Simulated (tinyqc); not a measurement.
Two-step dopant diffusion (predeposition and drive-in) with a constant diffusivity: one step, computed by the program tinyqc.

Fick diffusion into a half space x > 0 whose background doping C_B is of the opposite type, so that a junction lies where C = C_B.

Question. Thermal budget with ramps. D = D0 exp(-E/(k_B T)). Temperatures in kelvin are T(C) + 273.15. One ramp between the stand-by temperature and T2 adds int D dT / rate (40-point Gauss-Legendre); the usual estimate counts it as an extra time k_B T2^2/(E rate) at T2. (Dt)2 = D2 t2 + two ramps, times in seconds.

Inputs (values chosen for the exercise, modelled on boron in silicon): prefactor D0 = 0.978 cm^2/s; activation energy E = 3.49 eV; predeposition temperature T1 = 1050 C; drive-in temperature T2 = 1150 C; drive-in time t2 = 90 min; ramp rate = 20 C/min; stand-by temperature = 800 C.

Furnace ramps of the drive-in: linear ramps.

D2 = 4.278170e-13 cm^2/s

Constants: k_B = 8.617333262e-05 eV/K.

Give: budget of one ramp; estimated extra time of one ramp; drive-in budget (Dt)2.

Answer.

budget of one ramp = 6.0089e-11 cm^2

estimated extra time of one ramp = 2.5005 min

drive-in budget (Dt)2 = 2.4304e-09 cm^2

The integral equals 2.34 min at T2, against the estimate 2.50 min; both ramps make 4.9 % of the budget.
